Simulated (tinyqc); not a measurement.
# Ballast resistance and gain from the on-state line

Question. At high current V = BV (1 + be)^(-1/n) + I Ro. Find Ro, the intercept and be.

Parameters, values chosen for the exercise:
```
symbol,value,unit,meaning
BV,9.8,V,junction breakdown voltage
n,4.8,,exponent of the multiplication
```

V at I = 4.4 and 8.8 mA/um (V): 6.5969631  7.2129631

Answer. The slope is Ro; the intercept over BV is (1 + be)^(-1/n).

Ro = 140 ohm um
intercept = 5.98 V
be = 9.70

Computed by the program tinyqc: `OMP_NUM_THREADS=1 python tinyqc.py 2670049 2670050 out.jsonl`, one thread of a shared Intel Xeon 2.30GHz, about 0.01 s for the whole run.
